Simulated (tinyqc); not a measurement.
Worked calculation: X-ray reflectivity of a thin film on silicon: critical angles, Parratt recursion, fringes and roughness. Computed by tinyqc, a small Python program that keeps every step. Command: `OMP_NUM_THREADS=1 python tinyqc.py 3120679 3120680 out.jsonl xrr walk`. One thread of a shared host (Intel(R) Xeon(R) Processor @ 2.30GHz), about 0.01 s of CPU time with the checks. Intermediate numbers are printed to about 5 digits and carried at full precision; extremes and crossings named in words are read from the listed rows.

n = 1 - delta + i beta; the classical electron radius is r_e = 2.8179403e-6 nm. Layer 0 is vacuum, 1 the film, 2 the substrate.

Inputs (values chosen for the exercise, modelled on TiN on silicon, copper K-alpha radiation):
```
quantity                                        value     unit
wavelength lambda                             0.15406       nm
film density rho                                 5.05   g/cm^3
effective electrons per unit mass, film         0.468    mol/g
beta/delta, film                                0.079        -
film thickness d                                 28.4       nm
roughness of the surface sigma_1                 0.72       nm
roughness of the interface sigma_2               0.61       nm
substrate density                                2.33   g/cm^3
effective electrons per unit mass, substrate    0.507    mol/g
beta/delta, substrate                           0.023        -
grazing angle theta                              1.98  degrees
```

Constants: N_A = 6.02214076e+23 1/mol.

## Optical constants

delta = r_e lambda^2 rho_e/(2 pi), rho_e = density x electrons per mass x N_A; critical angle sqrt(2 delta), q_c = 4 sqrt(pi r_e rho_e).

Constants:
```
layer      rho_e (1/nm^3)       delta        beta  critical angle (degrees)  q_c (1/nm)
film               1423.3  1.5150e-05  1.1969e-06                   0.31539     0.44900
substrate           711.4  7.5726e-06  1.7417e-07                   0.22298     0.31744
```

The film is denser in electrons than the substrate; X-rays tunnel through a film of a few nanometres, so the edge of total reflection moves to the value of the film only as it thickens.

## Critical angle of the film

The formulas are those given above.

critical angle of the film = 0.31539 degrees

## Reflectivity at one angle

k_j = (2 pi/lambda) sqrt(sin^2 theta - 2 delta_j + 2 i beta_j); r_ij = (k_i - k_j)/(k_i + k_j) x exp(-2 k_i k_j sigma^2) (Nevot-Croce); r = (r_01 + r_12 p)/(1 + r_01 r_12 p), p = exp(2 i k_1 d); R = |r|^2.

k_0, k_1, k_2 (1/nm): 1.4091  1.3911+0.0014i  1.4001+0.0002i

1000 r_01 = 0.84194-0.06915i

1000 r_12 = -0.75901+0.10466i

p = -0.81962-0.42211i

reflectivity R = 2.3021e-06

q = 4 pi sin(theta)/lambda = 2.8182 1/nm

## Fringe period, contrast and decay

Far above the critical angle the period is d theta = lambda/(2 d), or 2 pi/d in q; the envelope runs between (|r_01| - |r_12 p|)^2 and (|r_01| + |r_12 p|)^2; contrast = 2 a b/(a^2 + b^2) with a = |r_01|, b = |r_12 p|; roughness factors on the amplitudes are about exp(-q^2 sigma^2/2).

period in theta = 0.15540 degrees

period in q = 0.22124 1/nm

contrast = 0.98420

roughness factor, surface = 0.12762

roughness factor, interface = 0.22817

## Thickness from the minima

Minima of R theta^4 are located on 6001 points over 7.5 periods, from 1.15 times the larger critical angle. With refraction, sin^2(theta_m) = 2 delta + m^2 (lambda/(2 d))^2, m integer or half-integer; the first six minima are used, and the first order is the one that minimises the largest residual of the least-squares line plus the distance of its intercept from 2 delta. Without refraction, d = lambda/(2 x mean step of sin theta).

Minima:
```
order m  theta (degrees)  sin^2 theta
2                 0.4447   6.0232e-05
3                 0.5647   9.7143e-05
4                 0.6988   1.4873e-04
5                 0.8404   2.1511e-04
6                 0.9861   2.9616e-04
7                 1.1345   3.9200e-04
```

d with refraction = 28.370 nm

d without refraction = 31.994 nm

Against d = 28.4 nm the errors are -0.10 % with and +12.66 % without refraction. The orders are integers, as r_01 and r_12 have opposite signs for a film denser than the substrate.

## Which roughness does what

R is averaged over one period above each angle (64 points); contrast = (max - min)/(max + min) of R theta^4 over that period. Cases: smooth; only sigma_1; only sigma_2; both.

Mean R and contrast:
```
theta (degrees)   R smooth  contrast  R, sigma_1  contrast, sigma_1  R, sigma_2  contrast, sigma_2     R, both  contrast, both
0.8              0.0013739   0.71581  7.4330e-04            0.87063  1.2946e-03            0.58931  6.6347e-04         0.74423
1.2              0.0003172   0.74845  1.0760e-04            0.99846  2.7773e-04            0.48080  7.0044e-05         0.88570
1.8              0.0000654   0.76471  1.3263e-05            0.62839  5.3760e-05            0.25663  2.4815e-06         0.97931
2.5              0.0000173   0.77322  3.2344e-06            0.14610  1.4372e-05            0.08457  3.5507e-08         0.97427
3.5              0.0000048   0.78232  8.9499e-07            0.00497  3.8511e-06            0.00871  7.6306e-11         0.70404
```

At 2.5 degrees sigma_1 alone multiplies the mean R by 0.19 and sigma_2 alone by 0.83; the contrast goes from 0.77 (smooth) to 0.15 and 0.08.

Checks made by the program: smooth bare substrate far above q_c against (q_c/2q)^4 (relative difference 1e-03).
